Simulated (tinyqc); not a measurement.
Permeation of metal atoms or ions through a thin barrier or dielectric: time lag, field-aided drift and lifetime: one step, computed by the program tinyqc. Command: `OMP_NUM_THREADS=1 python tinyqc.py 3006188 3006189 out.jsonl barrier walk`. One thread of a shared host (Intel(R) Xeon(R) Processor @ 2.30GHz), about 0.01 s of CPU time with the checks.

The film 0 < x < d is empty at first; C = C0 at x = 0 and C = 0 at x = d. dC/dt = D d2C/dx2 - v dC/dx with drift v = D z e V/(k_B T d) (uniform field, no space charge).

Problem. Scales. D = D0 exp(-E/(k_B T)); time scale d^2/D; Peclet number P = z V/(k_B T), k_B T in eV; 1 nm = 1e-7 cm. Temperatures in kelvin are T(C) + 273.15.

Inputs (values chosen for the exercise, for a model case: singly charged ions through a dielectric): thickness d = 16 nm; prefactor D0 = 2.4e-06 cm^2/s; activation energy E = 0.828 eV; charge number z = 1; voltage V (positive drives ions across) = 0.081 V; test temperature T = 175 C.

Constants: k_B = 8.617333262e-05 eV/K.

Give: diffusivity D; time scale d^2/D; Peclet number P.

Solution.

diffusivity D = 1.171e-15 cm^2/s

time scale d^2/D = 2185 s

Peclet number P = 2.097
